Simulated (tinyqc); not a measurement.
Strain, valley repopulation and piezoresistance in a many-valley conduction band: one step, computed by the program tinyqc.

Valleys are ellipsoids with mass m_l along the axis a and m_t across it, parabolic, with one constant relaxation time; strain shifts the valleys and leaves the masses alone. Currents are taken along [100], in the plane, and along [001], across the plane.

Task: Populations. Each of the 6 valleys holds n_v = N_v (2/sqrt(pi)) F_1/2((E_F - dE_v)/(k_B T)), N_v = 2 (m_d k_B T/(2 pi hbar^2))^(3/2), m_d = (m_l m_t^2)^(1/3); E_F solves sum n_v = n and is counted from the unstrained edge. F_j(eta) = int_0^infinity x^j/(1 + exp(x - eta)) dx, without a gamma-function factor. It is evaluated after integrating by parts. Integrals over x = E/(k_B T) use 160 Gauss-Legendre points in u = sqrt(x) from 0 to sqrt(max(eta, 0) + 32).

Inputs (values chosen for the exercise, modelled on silicon): longitudinal mass m_l = 0.926 m_0; transverse mass m_t = 0.194 m_0; electron density n = 3e+16 1/cm^3; temperature T = 77 K.

Valley axes: <100> (6 valleys in 3 pairs). Load: biaxial in the (001) plane.

shifts dE (meV): x -15.46291, y -15.46291, z 8.22085

Constants: k_B = 8.617333262e-05 eV/K; m_0 = 9.1093837015e-31 kg; k_B = 1.380649e-23 J/K; hbar = 1.054571817e-34 J s.

Give: Fermi level E_F; share of the electrons (per pair).

Result:

Fermi level E_F = -44.70 meV

share of the electrons (per pair): x 0.4930, y 0.4930, z 0.0139
